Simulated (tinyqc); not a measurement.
What each parameter does: six-band hole subbands of a thin body in a field.

Basis X, Y, Z times spin, hole energies counted downwards from the unstrained edge (the hydrostatic shift is left out), c = hbar^2/2m0. For a symmetric tensor T let C(T) have C_XX = L Txx + M (Tyy + Tzz), C_XY = N Txy (cyclic), L = c (g1 + 4 g2), M = c (g1 - 2 g2), N = 6 c g3. k = q + kz n, n the unit normal, q = k1 u + k2 v with u along the channel [1-10] and v = n x u. H = C(k k^T) + (Dso/3)(1 - L.sigma) - B + e F z with (L_k)_ij = -i epsilon_kij; B is the block C built from the traceless strain with 2b, -b and sqrt(3) d in place of L, M, N. Strain: exx = eyy = (s11 + s12) sx/2, ezz = s12 sx, exy = -s44 sx/4. Hard walls at z = 0 and t; basis sin(j pi z/t), j = 1 to Nz: kz^2 = (j pi/t)^2, kz = -i D with D_jl = 4 j l/(t (j^2 - l^2)), z_jj = t/2 and z_jl = -8 t j l/(pi (j^2 - l^2))^2 for j + l odd; 1 MV/cm = 0.01 eV/angstrom.

Nz = 14. E1 is the top subband at q = 0, gap the distance to the next pair, and the masses are c q^2/(E(q) - E1) at |q| = 0.02 1/angstrom (mean of the spin pair) along the channel [1-10] and across it in the plane; a dash marks a band that does not rise.

Constants: hbar^2/2m0 = 3.80998211 eV angstrom^2.

Parameters, chosen for this exercise (near those of a p-type Ge channel; the results hold for these values, not for the real material): g1 = 13.43 (Luttinger gamma1); g2 = 4.22 (gamma2); g3 = 5.7 (gamma3); Dso = 0.286 eV (spin-orbit splitting); b = -2.57 eV (tetragonal potential); d = -5.23 eV (trigonal potential); S = (9.85, -2.68, 15.18) 1/TPa (compliances s11, s12, s44); face = 001 (surface); t = 70 angstrom (body thickness); F = 0.2 MV/cm (field across the body); sx = -2 GPa (stress along the channel [1-10], negative in compression).

Six bands.

Results for these values:

| case | E1 (meV) | gap (meV) | m channel (m0) | m across (m0) |
|---|---|---|---|---|
| base | 43.7 | 124.6 | 0.046 | 0.274 |

What happens to each result for t = 60 angstrom, all else kept?

Answer: E1 rises from 43.7 to 50.7; gap rises from 124.6 to 162.7; m channel does not change at the printed digits; m across falls from 0.274 to 0.256.

The same for each parameter in turn:

| case | E1 (meV) | gap (meV) | m channel (m0) | m across (m0) |
|---|---|---|---|---|
| base | 43.7 | 124.6 | 0.046 | 0.274 |
| t = 60 angstrom | 50.7 | 162.7 | 0.046 | 0.256 |
| F = 0.5 MV/cm | 124.2 | 152.9 | 0.049 | 0.269 |
| sx = -2.5 GPa | 23.8 | 125.0 | 0.043 | 0.333 |
| g3 = 5.3 | 43.7 | 124.6 | 0.045 | 0.211 |
| g2 = 4.85 | 32.8 | 97.3 | 0.045 | 0.228 |
| Dso = 0.429 eV | 49.2 | 125.1 | 0.049 | 0.206 |
| d = -4.18 eV | 52.4 | 123.8 | 0.049 | 0.221 |

tinyqc: `OMP_NUM_THREADS=1 python tinyqc.py 1251329 1251330 out.jsonl`; about 0.3 s, one thread, shared Intel(R) Xeon(R) Processor @ 2.30GHz.
